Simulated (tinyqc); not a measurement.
Undoped symmetric double-gate MOSFET, analytic potential model: one step of the calculation.

An undoped body of thickness ts between two equal insulators and tied gates; long channel, electrons only, n = ni exp((psi - V)/Vt) with V the quasi-Fermi potential (0 at the source, Vd at the drain), constant mobility, no quantisation. Across the body psi(x) = V - 2 Vt ln[(ts/(2 beta)) sqrt(q ni/(2 eps0 eps_r Vt)) cos(2 beta x/ts)], x from the centre. Q is the electron charge per area of the whole body.

Question. Constants of the body. ni = sqrt(Nc Nv) exp(-Eg/(2 Vt)), Eg in volts; r = eps_r tox/(eox ts); V0 = dphi + 2 Vt ln[(2/ts) sqrt(2 eps0 eps_r Vt/(q ni))].

Parameters, values chosen for the exercise; material values close to those of silicon:
```
symbol    value   unit                                             meaning
T           300      K                                         temperature
Eg         1.11     eV                                            band gap
eps_r      11.6                 relative permittivity of the semiconductor
Nc       2.8e19  cm^-3              conduction-band density of states at T
Nv      2.61e19  cm^-3                 valence-band density of states at T
eox        22.8                relative permittivity of the gate insulator
tox          10     nm                                 insulator thickness
ts            8     nm                                      body thickness
dphi       -0.1      V  gate work function less that of the intrinsic body
```

Constants: q = 1.602176634e-19 C, kB = 1.380649e-23 J/K, Vt = kB T/q, eps0 = 8.8541878128e-14 F/cm where lengths are in cm. Results are converted to the units shown.

Wanted: ni; r; V0.

Answer.

ni = 1.2832e10 cm^-3
r = 0.63596
V0 = 0.38859 V

Numbers from tinyqc (`OMP_NUM_THREADS=1 python tinyqc.py 2440099 2440100 out.jsonl`; about 0.02 s on one thread of a shared Intel Xeon 2.30GHz).
